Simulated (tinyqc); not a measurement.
Two coupled magnetic layers: synthetic antiferromagnet, spin flop, exchange bias and magnetoresistance: one step, computed by the program tinyqc. Command: `OMP_NUM_THREADS=1 python tinyqc.py 3005080 3005081 out.jsonl saf walk`. One thread of a shared host (Intel(R) Xeon(R) Processor @ 2.30GHz), about 0.3 s of CPU time with the checks.

Moments lie in the plane at the angles p1, p2 from the field. Energy per area: E = J1 cos(p1 - p2) + J2 cos^2(p1 - p2) - B M_s (t1 cos p1 + t2 cos p2) + K (t1 sin^2 p1 + t2 sin^2 p2).

Task: Tunnel magnetoresistance against a free layer along B. Julliere: TMR = 2 P1 P2/(1 - P1 P2). Conductance G(theta) = G0 (1 + P1 P2 cos theta), so RA(theta) = RA_P (1 + P1 P2)/(1 + P1 P2 cos theta); theta = p2 for the layer next to the barrier.

Inputs (values chosen for the exercise, for a model stack): spin polarisation P1 = 0.7; spin polarisation P2 = 0.33; resistance-area product, parallel = 18 ohm micrometre^2.

p2 = -47.23489 degrees

Give: TMR; RA, antiparallel; RA at this field.

Result:

TMR = 60.08 %

RA, antiparallel = 28.81 ohm micrometre^2

RA at this field = 19.15 ohm micrometre^2
